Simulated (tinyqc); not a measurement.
Worked calculation: geometry optimisation on the UHF/3-21g surface (energies and gradients from PySCF), for H2+, spin multiplicity 2. One step of it, computed by the program tinyqc.

Task: Step 2: move. Quasi-Newton step p = -H^(-1) g (the inverse Hessian comes from BFGS updates; coordinates in the order x, y, z of each atom); steps longer than 0.3 bohr are cut back.

positions after step 1 (bohr), order 1H, 2H:
```
[[0.000000, 0.000000, -0.212132],
 [0.000000, 0.000000, 1.514153]]
```

gradient (hartree/bohr), order 1H, 2H:
```
[[0.00000000, 0.00000000, 0.03395576],
 [0.00000000, 0.00000000, -0.03395576]]
```

inverse Hessian in use (bohr^2/hartree):
```
[[1.666667, 0.000000, 0.000000, 0.000000, 0.000000, 0.000000],
 [0.000000, 1.666667, 0.000000, 0.000000, 0.000000, 0.000000],
 [0.000000, 0.000000, 1.501610, 0.000000, 0.000000, 0.165057],
 [0.000000, 0.000000, 0.000000, 1.666667, 0.000000, 0.000000],
 [0.000000, 0.000000, 0.000000, 0.000000, 1.666667, 0.000000],
 [0.000000, 0.000000, 0.165057, 0.000000, 0.000000, 1.501610]]
```

Give: positions after step 2.

Result:

positions after step 2 (bohr), order 1H, 2H:
```
[[0.0000, 0.0000, -0.2575],
 [0.0000, 0.0000, 1.5595]]
```
